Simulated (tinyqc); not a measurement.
# Hot electrons in a saturated n-channel MOSFET, lucky-electron model: what changes with what

Beyond pinch-off the lateral field grows as Esat cosh(y/l) over the velocity-saturated region (pseudo-two-dimensional model). Impact ionisation in this region gives the substrate current, which biases the body forward through Rsub. Currents are per width. Local-field laws: they overstate ionisation when the field peak is narrower than an energy relaxation length.

Inputs (values chosen for the exercise); values close to those of silicon n-channel devices: channel length L = 0.25 um; oxide thickness tox = 5.3 nm; junction depth xj = 67 nm; threshold VT = 0.44 V; effective mobility mu = 310 cm^2/(V s); saturation velocity vs = 7.8e6 cm/s; ionisation prefactor Ai = 2e6 1/cm; ionisation field Bi = 1.81 MV/cm; resistance of the lightly doped drain Rd = 0 ohm um; substrate resistance Rsub = 20000 ohm um; fall of VT per volt of forward body bias kb = 0.35; lifetime exponent m = 3.1; lifetime constant Hl = 1600 s uA/um; drain voltage Vd = 2.1 V; gate voltage Vg = 1.6 V.

Constants: eps0 = 8.8541878128e-14 F/cm where lengths are in cm. Results are converted to the units shown.

Each table varies one quantity; the others keep the values above.

## Effect of the oxide thickness

Cox = 3.9 eps0/tox, l = sqrt(3 tox xj), Esat = 2 vs/mu. Overdrive g = Vg - VT + kb Vb; Vdsat = g Esat L/(g + Esat L); Id = Cox vs (g - Vdsat); dV = Vd - Id Rd - Vdsat; Em = sqrt((dV/l)^2 + Esat^2); Isub = Id (Ai/Bi) l Em exp(-Bi/Em). Vb = Rsub Isub is solved self-consistently. Lifetime tau = (Hl/Id)(Isub/Id)^(-m); 1 year = 3.15576e7 s.

Effect of the oxide thickness:

| tox (nm) | Id (uA/um) | Em (MV/cm) | Isub (uA/um) | Isub/Id | tau (years) |
|---|---|---|---|---|---|
| 3.6 | 533.66 | 0.53932 | 29.833 | 0.055903 | 7.2560e-4 |
| 4.5 | 381.40 | 0.49079 | 15.566 | 0.040812 | 0.0026927 |
| 5.6 | 287.64 | 0.44445 | 8.0735 | 0.028068 | 0.011395 |
| 6.9 | 225.60 | 0.40289 | 4.1859 | 0.018555 | 0.052418 |
| 8.6 | 177.50 | 0.36253 | 2.0067 | 0.011305 | 0.30950 |
| 11 | 137.30 | 0.32188 | 0.82960 | 0.0060424 | 2.7900 |

As tox goes from 3.6 to 11 nm, Em falls from 0.539 to 0.322 MV/cm, Isub falls from 29.8 to 0.830 uA/um and tau rises from 7.26e-4 to 2.79 years. From the first row to the last, log10(tau) changes by 3.6: 3.0 from (Isub/Id)^(-m), which holds Em and l, and 0.59 from 1/Id. At tox = 3.6 nm the body is biased forward by over 0.45 V, close to turning on the parasitic bipolar transistor.

## Effect of the drain voltage

Same model as above.

Result of one run:

| Vd (V) | Id (uA/um) | Em (MV/cm) | Isub (uA/um) | Isub/Id | tau (years) |
|---|---|---|---|---|---|
| 1.3 | 283.0 | 0.2192 | 0.05804 | 2.051e-4 | 4.854e4 |

What becomes of these results when the drain voltage Vd is changed from 1.3 to 1.77 V, all else the same?

Result of the changed run:

| Vd (V) | Id (uA/um) | Em (MV/cm) | Isub (uA/um) | Isub/Id | tau (years) |
|---|---|---|---|---|---|
| 1.77 | 289.1 | 0.3595 | 2.441 | 0.008440 | 0.4701 |

The whole series:

| Vd (V) | Id (uA/um) | Em (MV/cm) | Isub (uA/um) | Isub/Id | tau (years) |
|---|---|---|---|---|---|
| 1.3 | 283.0 | 0.2192 | 0.05804 | 2.051e-4 | 4.854e4 |
| 1.46 | 283.6 | 0.2670 | 0.3107 | 0.001096 | 268.7 |
| 1.61 | 285.3 | 0.3119 | 0.9685 | 0.003394 | 8.023 |
| 1.77 | 289.1 | 0.3595 | 2.441 | 0.008440 | 0.4701 |
| 1.93 | 296.0 | 0.4066 | 5.064 | 0.01711 | 0.05138 |
| 2.09 | 307.0 | 0.4530 | 9.228 | 0.03006 | 0.008632 |
| 2.24 | 322.2 | 0.4956 | 14.94 | 0.04637 | 0.002146 |
| 2.4 | 345.3 | 0.5400 | 23.55 | 0.06818 | 6.059e-4 |

As Vd goes from 1.3 to 2.4 V, Em rises from 0.219 to 0.540 MV/cm, Isub rises from 0.0580 to 23.5 uA/um and tau falls from 48500 to 6.06e-4 years. The slope of ln(tau) against 1/Vd is 61.6 V between the first two rows and 42.5 V between the last two; ten years are last met at Vd = 1.46 V among the rows. At Vd = 2.4 V the body is biased forward by over 0.45 V, close to turning on the parasitic bipolar transistor. At Vd = 1.3 V tau is a far extrapolation that only says that hot carriers are no limit.

## Effect of the junction depth

Same model as above.

Results:

| xj (nm) | Id (uA/um) | Em (MV/cm) | Isub (uA/um) | Isub/Id | tau (years) |
|---|---|---|---|---|---|
| 36 | 360.8 | 0.6063 | 29.21 | 0.08096 | 3.406e-4 |
| 49 | 328.4 | 0.5274 | 17.26 | 0.05257 | 0.001427 |
| 91 | 295.8 | 0.3942 | 4.967 | 0.01680 | 0.05445 |
| 120 | 289.4 | 0.3452 | 2.547 | 0.008799 | 0.4127 |
| 170 | 285.3 | 0.2919 | 0.9692 | 0.003397 | 8.004 |

Estimate the missing row, xj = 67 nm.

Computed row:

| xj (nm) | Id (uA/um) | Em (MV/cm) | Isub (uA/um) | Isub/Id | tau (years) |
|---|---|---|---|---|---|
| 67 | 307.8 | 0.4559 | 9.549 | 0.03102 | 0.007808 |

With this row back in the table: As xj goes from 36 to 170 nm, Em falls from 0.606 to 0.292 MV/cm, Isub falls from 29.2 to 0.969 uA/um and tau rises from 3.41e-4 to 8.00 years. From the first row to the last, log10(tau) changes by 4.4: 4.3 from (Isub/Id)^(-m), which holds Em and l, and 0.10 from 1/Id. At xj = 36 nm the body is biased forward by over 0.45 V, close to turning on the parasitic bipolar transistor.

Program tinyqc, `OMP_NUM_THREADS=1 python tinyqc.py 2550049 2550050 out.jsonl`; Intel Xeon 2.30GHz, shared host, one thread, about 0.01 s.
